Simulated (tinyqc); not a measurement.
Worked calculation: coherent transport through a tight-binding region between two chains. One step of it, computed by the program tinyqc.

Problem. Transmission at E = 0.15 eV. Surface Green function g = (E - i sqrt(4 t^2 - E^2)) / (2 t^2); self-energy tc^2 g on each contact site; G = (E - H - Sigma)^(-1); Gamma = -2 Im Sigma; T = Gamma_L Gamma_R |G_LR|^2; local density of states -Im G_ii / pi.

H of the central region (eV), lower triangle:
```
           1          2          3         4
1   0.000000
2  -1.310000   0.000000
3   0.000000  -1.670000   0.000000
4   0.000000   0.000000  -2.060000  0.000000
```

Leads: semi-infinite chains with site energy 0:
```
parameter                           value
lead hopping t (eV)              2.520000
coupling to the left lead (eV)   1.440000
coupling to the right lead (eV)  0.640000
left contact site                       1
right contact site                      4
```

E = 0.150000 eV

Give: g; G; local density of states; transmission.

Solution.

g = 0.012-0.397i 1/eV

G (1/eV), lower triangle:
```
               1              2              3              4
1  -0.129-0.076i
2   0.728+0.088i  -0.014-0.465i
3   0.036+0.052i   0.029-0.027i  -0.031-0.038i
4  -0.593-0.075i   0.009+0.379i   0.464+0.025i  -0.041-0.309i
```

local density of states (1/eV): 0.024  0.148  0.012  0.098

transmission = 0.191
